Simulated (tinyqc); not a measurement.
# Tail temperature from the power law

Question. When tail states hold most of the charge, the linear current goes as I = A (Vg - VT)^g with g = 2 Tt/T - 1. Find g, Tt and the tail width kB Tt.

Parameters, values chosen for the exercise:
- T = 250 K (temperature)

Constants: q = 1.602176634e-19 C, kB = 1.380649e-23 J/K, Vt = kB T/q. Results are converted to the units shown.

I at Vg - VT = 1.9 and 2.8 V (nA): 33.921644  77.178135

Answer. g is the slope of ln I against ln(Vg - VT).

g = 2.12
Tt = 390 K
kB Tt = 33.6 meV

Computed by the program tinyqc: `OMP_NUM_THREADS=1 python tinyqc.py 2610136 2610137 out.jsonl`, one thread of a shared Intel Xeon 2.30GHz, about 0.02 s for the whole run.
